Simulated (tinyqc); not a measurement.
# Permittivity and interface capacitance from two thicknesses

Problem. 1/C = t/(eps0 ek) + 2/ci for planar capacitors that differ only in thickness. Find ek, ci and the EOT of the interfaces, 2 x 3.9 eps0/ci.

Constants: eps0 = 8.8541878128e-14 F/cm where lengths are in cm. Results are converted to the units shown.

C at t = 2.5 and 7.6 nm (uF/cm^2): [5.8316123, 2.1763805]

Solution. 1/C is a straight line in t: the slope gives ek and the intercept 2/ci. A single thickness would give only the effective permittivity; when the interfaces are a small part of 1/C, ci needs very accurate data.

ek = 20.00
ci = 66.00 uF/cm^2
EOT of the interfaces = 0.1046 nm

Program tinyqc, `OMP_NUM_THREADS=1 python tinyqc.py 2102113 2102114 out.jsonl`; Intel Xeon 2.30GHz, shared host, one thread, about 0.01 s.
